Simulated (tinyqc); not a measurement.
From results to parameters: Luttinger model of the valence bands. Computed by the program tinyqc.

Problem. In the four-band Luttinger model 1/m = g1 -/+ 2 g2 along [100] and g1 -/+ 2 g3 along [111]. Find g1, g2, g3 and the light hole mass along [111].

heavy and light hole masses along [100] (electron masses): 0.065488  0.045809
heavy hole mass along [111] = 0.140252 electron masses

Solution. The mean of the two inverse masses along [100] is g1 and a quarter of their difference is g2; g3 = (g1 - 1/m_hh[111])/2.

g1, g2, g3: 18.5500  1.6400  5.7100
light hole mass along [111] = 0.033 electron masses
